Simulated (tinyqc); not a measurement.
Inside a calculation. Model: charge pumping in an n-channel transistor.

Program tinyqc, `OMP_NUM_THREADS=1 python tinyqc.py 2030054 2030055 out.jsonl`; Intel Xeon 2.30GHz, shared host, one thread, about 0.01 s. Printed values are rounded.

The gate is pulsed from accumulation to inversion and back. Energies E are counted from the intrinsic level; Dit(E) = D0 [1 + b (2 E/Eg)^2]. During each edge the traps near the bands emit their carriers, and those between Eh and Ee recombine once a cycle.

Parameters, values chosen for the exercise; band and dielectric values close to those of silicon:
```
symbol,value,unit,meaning
T,300,K,temperature
Eg,1.12,eV,band gap
Nc,2.75e19,cm^-3,conduction-band density of states at 300 K
Nv,2.69e19,cm^-3,valence-band density of states at 300 K
A,92,um^2,gate area
D0,2.1e11,cm^-2 eV^-1,trap density at midgap
b,6.6,,rise of the trap density towards the band edges
sn,1.9e-16,cm^2,cross-section for electrons
sp,3.3e-15,cm^2,cross-section for holes
vth,1.8e7,cm/s,"thermal velocity at 300 K, one nominal value for electrons and holes"
dV,0.86,V,Vth - Vfb
Va,2.4,V,pulse height
f,57000,Hz,frequency
tr,540,ns,rise time
tf,600,ns,fall time
```

Constants: q = 1.602176634e-19 C, kB = 1.380649e-23 J/K, Vt = kB T/q. Results are converted to the units shown.

Range of the model: The Fermi levels of inversion and accumulation are taken to lie beyond Ee and Eh, the flat tops to fill all traps, and no geometric current is added.

## Emission levels

ni = sqrt(Nc Nv) exp(-Eg/(2 Vt)), Eg in volts; emission times te = (dV/Va) tf and th = (dV/Va) tr; Ee = -Vt ln(vth sn ni te), Eh = +Vt ln(vth sp ni th).

ni = 1.06404e10 cm^-3
te = 215 ns
th = 193.5 ns
Ee = 0.303976 eV
Eh = -0.232902 eV

The window covers 47.9 % of the gap.

## Pumped charge and current

Nit = integral of Dit from Eh to Ee = D0 [Ee - Eh + 4 b (Ee^3 - Eh^3)/(3 Eg^2)], Qcp = q A Nit, Icp = f Qcp.

Nit = 1.72736e11 cm^-2
mean Dit = 3.21741e11 cm^-2 eV^-1
traps pumped a cycle = 1.58917e5
Icp = 1451.29 pA
